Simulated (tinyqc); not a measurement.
Photoconductance decay in a wafer: bulk and surface recombination modes, and iron detection by pair splitting: one step, computed by the program tinyqc. Command: `OMP_NUM_THREADS=1 python tinyqc.py 3110680 3110681 out.jsonl pcd walk`. One thread of a shared host (Intel(R) Xeon(R) Processor @ 2.30GHz), about 0.01 s of CPU time with the checks.

Both faces of the wafer have the same S; injection is low and all coefficients are constant. x runs from -W/2 to W/2.

Task: Effective lifetime. Even modes cos(a x) obey b tan b = S W/(2 D) with b = a W/2, odd modes sin(a x) obey -b cot b = S W/(2 D); each decays at the rate 1/tau_b + D a^2. tau_eff is the decay time of the first mode. The surface time is 1/(D a^2) of that mode; shortcuts for it are W/(2 S), W^2/(pi^2 D) and their sum, whose error is sum/surface time - 1.

Inputs (values chosen for the exercise, modelled on p-type silicon):

| quantity | value | unit |
|---|---|---|
| thickness W | 775 | micrometre |
| diffusivity D | 31.5 | cm^2/s |
| bulk lifetime tau_b without iron | 6.9 | microsecond |
| surface recombination velocity S | 4 | cm/s |

Give: tau_eff; surface time; W/(2 S); W^2/(pi^2 D); error of the sum; tau_eff/tau_b.

Result:

tau_eff = 6.895 microsecond

surface time = 9703 microsecond

W/(2 S) = 9687.5 microsecond

W^2/(pi^2 D) = 19.32 microsecond

error of the sum = 0.03529 %

tau_eff/tau_b = 0.9993

The surfaces are slow against diffusion, so W/(2 S) is the larger part. tau_eff is within 0.071 % of tau_b.
